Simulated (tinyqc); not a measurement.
p-n heterojunction, non-linear Poisson equation by Newton steps, Fermi-Dirac statistics: two steps of the calculation.

One dimension, material 1 (p-type) at x < 0 and material 2 (n-type) at x > 0. Band edges: Ec = -psi in material 1 and -psi + dEc in material 2, Ev = Ec - Eg. Flat quasi-Fermi levels: 0 for holes, +V for electrons. n = Nc F((EFn - Ec)/Vt), p = Nv F((Ev - EFp)/Vt), with F(eta) = F_1/2(eta) = (2/sqrt(pi)) int_0^infinity sqrt(u) du/(1 + exp(u - eta)) (Fermi-Dirac statistics); full ionisation, no interface charge, classical densities; the doping types are chosen for the exercise.

Values chosen for this exercise; band and dielectric values those of a made-up pair: temperature T = 300 K; band gap of material 1 Eg1 = 3.72 eV; conduction-band density of states of material 1 Nc1 = 2e18 cm^-3; valence-band density of states of material 1 Nv1 = 4.32e19 cm^-3; band gap of material 2 Eg2 = 4.12 eV; conduction-band density of states of material 2 Nc2 = 2.75e18 cm^-3; valence-band density of states of material 2 Nv2 = 5.2e19 cm^-3; conduction-band offset Ec2 - Ec1 dEc = 0.28 eV; acceptor density of material 1 N1 = 1.4e18 cm^-3; donor density of material 2 N2 = 2.6e17 cm^-3; bias of side 1 against side 2 V = 0 V.

Constants: q = 1.602176634e-19 C, kB = 1.380649e-23 J/K, Vt = kB T/q. Results are converted to the units shown.

Task 1. Offsets and end potentials. dEv = Ev1 - Ev2 = Eg2 - Eg1 - dEc. Neutrality of the majority carriers far from the junction: Nv1 F((-psi_L - Eg1)/Vt) = N1 and Nc2 F((V + psi_R - dEc)/Vt) = N2. Total bending psi_R - psi_L.

Wanted: dEv; psi_L; psi_R; psi_R - psi_L.

Result 1.

dEv = 0.1200 eV
psi_L = -3.632 V
psi_R = 0.2199 V
psi_R - psi_L = 3.852 V

The alignment is straddling (type I): dEc and dEv have the same sign.

Task 2. Densities, residual and Jacobian diagonal. n_i = Nc F(a_n), a_n = (V - Ec_i)/Vt; p_i = Nv F(a_p), a_p = (Ec_i - Eg)/Vt; rho_i = p_i - n_i + C_i with C = -N1 or +N2; g_i = (Nc F'(a_n) + Nv F'(a_p))/Vt with F' = F_-1/2(eta) = (1/sqrt(pi)) int_0^infinity u^(-1/2) du/(1 + exp(u - eta)). Box widths w_i = (h_(i-1) + h_i)/2 in cm. Residual F_i = a_i (psi_(i+1) - psi_i) - a_(i-1) (psi_i - psi_(i-1)) + q rho_i w_i; Jacobian: a_(i-1) and a_i beside the diagonal, b_i = -a_(i-1) - a_i - q g_i w_i on it. The two end nodes are fixed.

```
node,x (nm),psi after iteration 1 (V),material
0,-53.6,-3.6316400,1
1,-39,-3.9247697,1
2,-27.1,-3.9398951,1
3,-17.3,-3.7989586,1
4,-9.28,-3.5805307,1
5,-2.7,-3.3320248,1
6,2.7,-3.0932922,2
7,14.6,-2.6178687,2
8,40.7,-1.6932039,2
9,98.2,-0.2283653,2
10,225,0.2198866,2
```

```
interval,coupling a_i (F/cm^2)
0,5.3246417e-7
1,6.5327537e-7
2,7.9326295e-7
3,9.6932380e-7
4,1.1814555e-6
5,1.5244907e-6
6,7.3512080e-7
7,3.3517002e-7
8,1.5213804e-7
9,6.8990044e-8
```

psi_L = -3.6316400 V
psi_R = 0.21988656 V

Wanted: n; p; residual F; diagonal b.

Result 2.

```
node,n (cm^-3),p (cm^-3)
0,1.960e-43,1.400e18
1,2.332e-48,7.389e20
2,1.299e-48,8.201e20
3,3.029e-46,1.982e20
4,1.415e-42,1.958e17
5,2.116e-38,1.312e13
6,5.895e-39,1.485e7
7,5.718e-31,0.1531
8,1.954e-15,4.481e-17
9,7.928e9,1.105e-41
10,2.600e17,3.258e-49
```

```
node,residual F (1e-4 C/cm^2),diagonal b (F/cm^2)
1,1.567,-0.001120
2,1.424,-9.515e-4
3,0.282,-4.485e-4
4,-0.001,-3.035e-6
5,-0.001,-2.706e-6
6,0.000,-2.260e-6
7,0.000,-1.070e-6
8,0.001,-4.873e-7
9,0.002,-2.211e-7
```

tinyqc, about 0.3 s, one thread, Intel Xeon 2.30GHz (shared host): `OMP_NUM_THREADS=1 python tinyqc.py 2040122 2040123 out.jsonl`
